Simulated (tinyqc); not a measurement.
Levels against anisotropy: donor in an ellipsoidal valley (Kohn-Luttinger variational method). Computed by tinyqc, a small Python program. Command: `OMP_NUM_THREADS=1 python tinyqc.py 3002840 3002841 out.jsonl kohnlutt walk`. One thread of a shared host (Intel(R) Xeon(R) Processor @ 2.30GHz), about 0.03 s of CPU time with the checks.

H = -(d^2/dx^2 + d^2/dy^2) - gamma d^2/dz^2 - 2/r in units built on m_t, with gamma = m_t/m_l and z along the valley axis. One valley; no valley-orbit or central-cell term.

Inputs (values chosen for the exercise, modelled on silicon): transverse mass m_t = 0.19 m_0; longitudinal mass m_l = 0.928 m_0; dielectric constant eps = 11.2.

Constants: Ry = 13.605693123 eV; a_0 = 0.529177210903 angstrom.

Method:
- Ry* = Ry m_t/eps^2, a* = a_0 eps/m_t, gamma = m_t/m_l.
- Trial function exp(-sqrt((x^2 + y^2)/a^2 + z^2/b^2)) with beta = b/a < 1: E = t/a^2 - u/a, t = (2 + gamma/beta^2)/3, u = 2 arcsin(sqrt(1 - beta^2))/sqrt(1 - beta^2); the best a is 2 t/u and E(beta) = -u^2/(4 t).
- The trial energy is minimised over beta by golden section from 0.05 to 0.999, 60 steps.
- Gaussian basis: g = P exp(-al (x^2 + y^2) - be z^2) with P = 1 (s-like), z (2p0) or x (2p+-); al = 0.004 x 2.6^k, k = 0..11, and be/al = 1, gamma^(-1/2) or 1/gamma (36 functions); 1/r = (2/sqrt(pi)) int exp(-t^2 r^2) dt by 48 Gauss-Legendre points after t = sqrt(al_i + al_j) tan(theta); overlap eigenvalues below 1e-10 are dropped.

gamma = 0.204741

Binding energies (Ry*):

| gamma | 1s, trial | 1s, Gaussians | 2p0 | 2p+- |
|---|---|---|---|---|
| 0.051 | 2.0827 | 2.0941 | 1.0171 | 0.36786 |
| 0.100 | 1.8387 | 1.8445 | 0.7905 | 0.34751 |
| 0.200 | 1.5798 | 1.5821 | 0.5866 | 0.32250 |
| 0.310 | 1.4162 | 1.4172 | 0.4755 | 0.30461 |
| 0.350 | 1.3713 | 1.3720 | 0.4474 | 0.29939 |
| 0.590 | 1.1819 | 1.1820 | 0.3390 | 0.27567 |
| 0.850 | 1.0548 | 1.0548 | 0.2753 | 0.25806 |

What follows from these numbers?

As gamma falls from 0.85 to 0.051, 1s deepens from 1.055 to 2.094 Ry*, on the way from the hydrogen value 1 to the two-dimensional limit 4; 2p+- moves from 0.258 to 0.368 (limits 1/4 and 4/9), while 2p0 climbs from 0.275 to 1.017 and joins 1s as gamma tends to 0. Near gamma = 1 the trial function is almost exact and can pass the Gaussian basis, whose own error is about 3e-5 Ry*.

Extremes, crossings and ranges named in words are read from the listed rows.
